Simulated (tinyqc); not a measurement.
# Threshold-voltage variability of a planar MOSFET, analytic estimates: effect of the channel doping

Three independent sources add in quadrature: random dopants in the depleted layer, metal-gate grains of two orientations, and roughness of the two gate edges acting through the roll-off VT = VT(long) - Vr exp(-L/l). These are first-order estimates: no three-dimensional electrostatics, no percolation.

ni = sqrt(Nc Nv) exp(-Eg/(2 Vt)), Eg in volts; Cox = 3.9 eps0/ti; Wd = sqrt(4 eps0 eps_r Vt ln(Na/ni)/(q Na)); dopants: s1 = (q/Cox) sqrt(Na Wd/(3 L W)). Grains: Ng = L W/G^2 (at least 1), s2 = dW sqrt(p (1 - p)/Ng). Edges, with exponential correlation and u = W/La: the mean gate length has sL^2 = 2 De^2 (2/u)[1 - (1 - exp(-u))/u]; s3 = sL (Vr/l) exp(-L/l). s = sqrt(s1^2 + s2^2 + s3^2). l and Vr are held fixed.

Values chosen for this exercise; material values close to those of silicon:
```
symbol,value,unit,meaning
T,293,K,temperature
Eg,1.1,eV,band gap
eps_r,11.8,,relative permittivity of the semiconductor
Nc,2.75e19,cm^-3,conduction-band density of states at T
Nv,2.59e19,cm^-3,valence-band density of states at T
ti,1.9,nm,oxide-equivalent thickness in inversion
L,20,nm,gate length
W,52,nm,gate width
G,15,nm,metal grain size
dW,0.15,eV,work-function difference of the two grain orientations
p,0.6,,share of the orientation of higher work function
De,1.1,nm,rms roughness of one gate edge
La,10,nm,correlation length of the roughness
l,5.5,nm,decay length of the threshold roll-off
Vr,2.1,V,prefactor of the roll-off
```

Constants: q = 1.602176634e-19 C, kB = 1.380649e-23 J/K, Vt = kB T/q, eps0 = 8.8541878128e-14 F/cm where lengths are in cm. Results are converted to the units shown.

The same in every row: s2 (mV) = 34.180; s3 (mV) = 8.7284.

Effect of the channel doping:
```
Na (cm^-3)  s1 (mV)  s (mV)  s sqrt(L W) (mV um)
1.5e17       17.860  39.540               1.2751
2.6e17       20.661  40.882               1.3184
4.7e17       24.161  42.758               1.3789
8.2e17       27.983  45.028               1.4521
1.5e18       32.809  48.176               1.5536
2.6e18       37.916  51.789               1.6701
4.5e18       43.793  56.234               1.8135
8e18         50.928  61.952               1.9979
```

As Na goes from 1.5e17 to 8e18 cm^-3, s rises from 39.5 to 62.0 mV. The largest source is the grains in the first row and the dopants in the last. s1 goes on average as Na^(0.26), near the 1/4 expected from Na Wd. For Na = 1.5e17 to 2.6e18 cm^-3 the depletion depth exceeds L, so source and drain share much of the charge and s1 is rough.

tinyqc, about 0.01 s, one thread, Intel Xeon 2.30GHz (shared host): `OMP_NUM_THREADS=1 python tinyqc.py 2090109 2090110 out.jsonl`
